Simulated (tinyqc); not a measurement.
Voltage acceleration of oxide breakdown, four models on the same data: lifetime against voltage in four models.

Field E = V/tox in MV/cm. Models: ln(t63/1 s) = a - c X with X = E (E model), -1/E (1/E model), ln V (power law, c the exponent n) or sqrt(E).

a and c were fitted to stress data from 4.71 to 6.5 V. Project to Vu, multiply by exp[(Ea q/kB)(1/Tu - 1/Ts)] and by ks; ten years are 3.15576e8 s.

Parameters, values chosen for the exercise: oxide thickness tox = 4.5 nm; stress temperature Ts = 423 K; use temperature Tu = 378 K; activation energy Ea = 0.89 eV; factor for area and percentile ks = 4.2e-5.

Constants: q = 1.602176634e-19 C, kB = 1.380649e-23 J/K. Results are converted to the units shown.

```
model         c         a
E       3.23981   44.9578
1/E     495.195  -35.8680
power   40.3003   73.7065
sqrt E  22.8873   85.1979
```

Result of one run:
```
log10 years, E  log10 years, 1/E  log10 years, power  log10 years, sqrt E
0.5318                     9.920               4.143                2.130
```

Which use voltage Vu gave this result: 2.68, 3.13, 3.57 or 4.45 V?

Vu = 2.68 V.

The whole series:
```
Vu (V)  log10 years, E  log10 years, 1/E  log10 years, power  log10 years, sqrt E
2.24             1.908             17.01               7.282                4.211
2.68            0.5318             9.920               4.143                2.130
3.13           -0.8753             4.728               1.426               0.1727
3.57            -2.251            0.9177             -0.8759               -1.609
4.01            -3.627            -2.057              -2.910               -3.284
4.45            -5.003            -4.443              -4.732               -4.870
4.9             -6.410            -6.440              -6.418               -6.412
5.34            -7.785            -8.068              -7.923               -7.853
```

The four agree within 0.28 decades in the last row, inside the stress range, and part by 15.1 decades in the first. The local exponent -d ln t/d ln V is c E for the E model, which shrinks as V falls, constant for the power law, and c/E for the 1/E model, which grows as V falls.

Range of the model: All four laws are empirical fits; none is established far below the stress range.

Numbers from tinyqc (`OMP_NUM_THREADS=1 python tinyqc.py 2070156 2070157 out.jsonl`; about 0.01 s on one thread of a shared Intel Xeon 2.30GHz).
